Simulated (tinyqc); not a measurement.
Debye-Callaway model of lattice thermal conductivity. Changing the Casimir length L. Computed by tinyqc, a small Python program. Command: `OMP_NUM_THREADS=1 python tinyqc.py 3001484 3001485 out.jsonl callaway sweep`. One thread of a shared host (Intel(R) Xeon(R) Processor @ 2.30GHz), about 0.03 s of CPU time with the checks.

Three acoustic branches with one velocity v, cut at omega_D = k_B Theta/hbar; x = hbar omega/(k_B T). v and Theta are separate inputs: Theta cuts off the heat-carrying modes, so C need not reach 3 k_B/V. gamma is an effective value that sets the umklapp rate.

Inputs (values chosen for the exercise, modelled on boron arsenide):
```
quantity                               value        unit
sound velocity v                        5660         m/s
Debye temperature Theta                  697           K
volume per atom V                       13.6  angstrom^3
mean atomic mass M                      42.9           u
effective Grueneisen parameter gamma    1.16           -
umklapp exponent divisor b                 2           -
vacancy fraction n_v                  0.0013           -
normal-process factor f_N               0.35           -
temperature T                            200           K
```

Sample: crystal. Point defects: vacancies. Normal processes: included.

Constants: k_B = 1.380649e-23 J/K; hbar = 1.054571817e-34 J s; u = 1.6605390666e-27 kg.

Method:
- A vacancy counts as a mass defect Delta M/M = -3 (the missing mass and twice its bonds), so Gamma = 9 n_v. A = V Gamma/(4 pi v^3).
- Rates: point defects A omega^4; umklapp B omega^2 T exp(-Theta/(b T)) with B = hbar gamma^2/(M v^2 Theta); normal processes f_N B omega^2 T (T/Theta)^2. Boundaries: v/L.
- kappa_1 = c int tau_C g dx, g = x^4 e^x/(e^x - 1)^2, c = (k_B/(2 pi^2 v)) (k_B T/hbar)^3, over 0 < x < min(Theta/T, 40), by 96 Gauss-Legendre points in s with x = x_max s^2; 1/tau_C = 1/tau_R + 1/tau_N; kappa_2 = c [int (tau_C/tau_N) g dx]^2 / int (tau_C/(tau_N tau_R)) g dx; kappa = kappa_1 + kappa_2.
- Heat capacity C = 3 c int g dx / v^2; grey free path 3 kappa/(C v); the median free path v tau_C halves kappa_1 when the quadrature points are ordered by free path (each counted at half its weight, interpolated in the logarithm); likewise at 10 % and 90 %.

One run for each value:
```
Casimir length L (micrometre)  kappa (W/(m K))  grey free path (nm)  median free path (nm)
0.02                                     17.53                5.435             9.3689e+00
0.075                                    31.79                9.859             2.6140e+01
0.28                                     52.52               16.287             7.3234e+01
1.1                                      82.37               25.543             2.1367e+02
4                                       119.02               36.909             5.7576e+02
15                                      163.99               50.855             1.4893e+03
56                                      212.20               65.807             3.4238e+03
210                                     257.30               79.795             6.6854e+03
800                                     293.54               91.034             1.0850e+04
3000                                    318.08               98.642             1.4794e+04
```

Over the rows, kappa (W/(m K)) rises from 17.5 to 318 (exponent d ln y / d ln x 0.45 between the first rows and 0.061 between the last); grey free path (nm) rises from 5.44 to 98.6 (exponent d ln y / d ln x 0.45 between the first rows and 0.061 between the last); median free path (nm) rises from 9.37 to 14800 (exponent d ln y / d ln x 0.78 between the first rows and 0.23 between the last). Kappa falls to half its value in the last row at about 13 micrometre, against a grey free path of 0.099 and a median one of 15 micrometre in that row.
